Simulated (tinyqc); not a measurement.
# Signal and retention of a DRAM cell: effect of the bit-line capacitance

A stored one starts at Vd and leaks: Cs dV/dt = -I(V), I = a sqrt((V + Vb)/(Vd + Vb)) + b, with a = Ig exp[-(Eg1 q/kB)(1/T - 1/T0)] (generation in a depletion layer) and b = Is exp[-(Es q/kB)(1/T - 1/T0)]. The bit line is precharged to Vd/2, and charge sharing gives the signal (V - Vd/2) Cs/(Cs + Cb).

The cell fails below Vc = Vd/2 + dm (Cs + Cb)/Cs. With s = sqrt((Vc + Vb)/(Vd + Vb)), the time from Vd to Vc is t = [2 Cs (Vd + Vb)/a] [1 - s - (b/a) ln((a + b)/(a s + b))]. This time is the median of a log-normal spread: failing cells = Nc erfc(z/sqrt 2)/2, z = ln(t/tr)/sg.

Parameters, values chosen for the exercise:
```
symbol   value  unit                                                  meaning
Vd         1.4     V                                            array voltage
Cs          15    fF                                         cell capacitance
dm          56    mV        smallest signal that the sense amplifier resolves
Vb        1.33     V  built-in plus back-bias voltage of the storage junction
Ig         1.8    fA                        junction leakage at V = Vd and T0
Is         1.6    fA                        voltage-independent leakage at T0
Es         0.4    eV                                  activation energy of Is
T0         358     K                                    reference temperature
T          378     K                                              temperature
sg        0.58                 deviation of ln(retention time) over the cells
Nc      1.07e9                                                          cells
tr          64    ms                                         refresh interval
Eg1       0.57    eV                                  activation energy of Ig
```

Constants: q = 1.602176634e-19 C, kB = 1.380649e-23 J/K. Results are converted to the units shown.

Result of one run:
```
Vc (V),retention time (s),failing cells
1.1480,0.48159,2.6860e5
```

Which bit-line capacitance Cb gave this result: 15, 30, 105 or 120 fF?

Cb = 105 fF.

The whole series:
```
Cb (fF),Vc (V),retention time (s),failing cells
15,0.81200,1.1468,347.94
30,0.86800,1.0340,861.61
45,0.92400,0.92192,2268.2
60,0.98000,0.81069,6420.0
75,1.0360,0.70023,19830
90,1.0920,0.59054,68196
105,1.1480,0.48159,2.6860e5
120,1.2040,0.37336,1.2624e6
```

Vc rises by dm/Cs = 3.73 mV for each fF, and the retention time falls from 1.15 to 0.373 s; the margin is gone at Cb = 172 fF.

Range of the model: Real arrays also hold a tail of unusually leaky cells and cells whose retention varies in time, which this model lacks.

Numbers from tinyqc (`OMP_NUM_THREADS=1 python tinyqc.py 2130072 2130073 out.jsonl`; about 0.01 s on one thread of a shared Intel Xeon 2.30GHz).
